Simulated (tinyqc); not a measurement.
Velocity against field: two-valley model of the transferred-electron effect. Computed by tinyqc, a small Python program. Command: `OMP_NUM_THREADS=1 python tinyqc.py 3016052 3016053 out.jsonl gunn walk`. One thread of a shared host (Intel(R) Xeon(R) Processor @ 2.30GHz), about 0.01 s of CPU time with the checks.

Both kinds of valley share one electron temperature T_e, and each has a constant mobility.

Inputs (values chosen for the exercise, modelled on CdTe):
```
quantity                       value        unit
central-valley mass m1         0.094         m_0
satellite-valley mass m2        0.29         m_0
satellite valleys Z                4           -
valley separation dE            0.48          eV
central-valley mobility mu1     1000  cm^2/(V s)
satellite-valley mobility mu2     78  cm^2/(V s)
energy relaxation time tau_E    0.59          ps
lattice temperature T            300           K
electric field F                  13       kV/cm
```

Solver: damped fixed point.

Constants: k_B = 8.617333262e-05 eV/K.

Method. Density-of-states ratio R = Z (m2/m1)^(3/2); n2/n1 = R exp(-dE/(k_B T_e)); mean mobility mu = (mu1 + mu2 n2/n1)/(1 + n2/n1); energy balance e mu F^2 = (3/2) k_B (T_e - T)/tau_E; v = mu F.

low-field mobility = 1000.000 cm^2/(V s)

R = 21.6753

The curve:
```
F (kV/cm)  T_e (K)  share in the satellites (%)  v (1e7 cm/s)  low-field line (1e7 cm/s)
1.3            308                   2.9817e-05        0.1300                      0.130
3.2            347                   2.2871e-04        0.3200                      0.320
6.5            493                   2.6729e-02        0.6498                      0.650
9.1            676                   5.6878e-01        0.9052                      0.910
13.0          1013                   8.1613e+00        1.2022                      1.300
18.0          1392                   2.8381e+01        1.3290                      1.800
26.0          1881                   5.2878e+01        1.3324                      2.600
39.0          2623                   7.2166e+01        1.3050                      3.900
65.0          4341                   8.5731e+01        1.3621                      6.500
130.0        11309                   9.2980e+01        1.8554                     13.000
```

What does the comparison show, and why?

v falls between 26 and 39 kV/cm, while the share in the slow valleys goes from 53 to 72 %: transfer outruns the rise of the field. With constant mobilities n2/n1 tends to R and v ends on the line (mu1 + R mu2) F/(1 + R), a mobility of 119; real satellites saturate instead. Rows with T_e above 3000 K lie outside the range of a Maxwellian in parabolic valleys.

Extremes, crossings and ranges named in words are read from the listed rows.
